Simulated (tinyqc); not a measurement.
What each parameter does: configuration-coordinate model of carrier capture at a defect.

Two parabolas of equal curvature k in one coordinate Q: with the carrier free at the band edge, U_f = k Q^2/2; with the carrier trapped, U_t = k (Q - dQ)^2/2 - ET. ER = k dQ^2/2, Huang-Rhys factor S = ER/hw, hw = 0.0646541 sqrt(k/M) eV for k in eV/angstrom^2 and M in u. The curves cross at a height Eb = (ER - ET)^2/(4 ER) above the free minimum.

Multiphonon factor for giving p = ET/hw phonons to the lattice: W = exp(-S (2 nb + 1)) ((nb + 1)/nb)^(p/2) I_p(x), nb = 1/(exp(hw/kT) - 1), x = 2 S sqrt(nb (nb + 1)), I_p the modified Bessel function. Classical limit: W = hw exp(-Eb/kT)/sqrt(4 pi ER kT). At T = 0: exp(-S) S^p/Gamma(p + 1).

Constants: kB = 8.617333262e-05 eV/K.

Parameters, chosen for this exercise (of the size met at a DX centre in AlGaAs; the results hold for these values, not for the real material): ET = 0.17 eV (thermal depth of the level below the band edge); ER = 0.74 eV (relaxation energy); hw = 0.014 eV (phonon energy of the mode); T = 350 K (temperature).

Eb, log10 W and the full width 2.35482 sqrt(ER hw coth(hw/2kT)).

One parameter was then changed.

Results before and after:
```
case     Eb (eV)  log10 W  full width (eV)
base      0.1098   -3.146           0.5019
changed   0.1098   -3.061           0.5039
```

Which of these changes was made? (a) ET = 0.21 eV; (b) T = 380 K; (c) hw = 0.0168 eV; (d) ER = 0.79 eV.
Answer: (c) hw = 0.0168 eV. Of the candidates, run in turn, only this one gives the changed row.

All candidates:
```
case            Eb (eV)  log10 W  full width (eV)
base             0.1098   -3.146           0.5019
ET = 0.21 eV     0.0949   -2.933           0.5019
ER = 0.79 eV     0.1216   -3.330           0.5186
hw = 0.0168 eV   0.1098   -3.061           0.5039
T = 380 K        0.1098   -3.041           0.5223
```

Program tinyqc; command `OMP_NUM_THREADS=1 python tinyqc.py 1452349 1452350 out.jsonl`; about 0.01 s on one thread of a shared Intel(R) Xeon(R) Processor @ 2.30GHz.
